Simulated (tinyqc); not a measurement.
## Doping and flat-band voltage from the body effect

Question. VT = Vfb + 2 phiF + gamma sqrt(2 phiF + Vsb), phiF = Vt ln(Na/ni), gamma = sqrt(2 q eps0 eps_r Na)/Cox, Cox = eps0 eox/tox. Find Na, gamma and Vfb from two thresholds.

Parameters, values chosen for the exercise; material values close to those of gallium nitride: temperature T = 350 K; relative permittivity of the semiconductor eps_r = 9.63; relative permittivity of the gate insulator eox = 9.42; insulator thickness tox = 4.8 nm.

Constants: q = 1.602176634e-19 C, kB = 1.380649e-23 J/K, Vt = kB T/q, eps0 = 8.8541878128e-14 F/cm where lengths are in cm. Results are converted to the units shown.

VT at Vsb = 0 and 1.1 V (V): [1.6958040, 1.7043947]
ni = 2.5955137e-6 cm^-3

Solution. The difference of the thresholds, gamma [sqrt(2 phiF + Vsb) - sqrt(2 phiF)], holds no Vfb and rises with Na, so it has one root; Vfb then follows from the first threshold.

Na = 9.500e15 cm^-3
gamma = 0.02932 V^0.5
Vfb = -1.350 V

Numbers from tinyqc (`OMP_NUM_THREADS=1 python tinyqc.py 2360105 2360106 out.jsonl`; about 0.06 s on one thread of a shared Intel Xeon 2.30GHz).
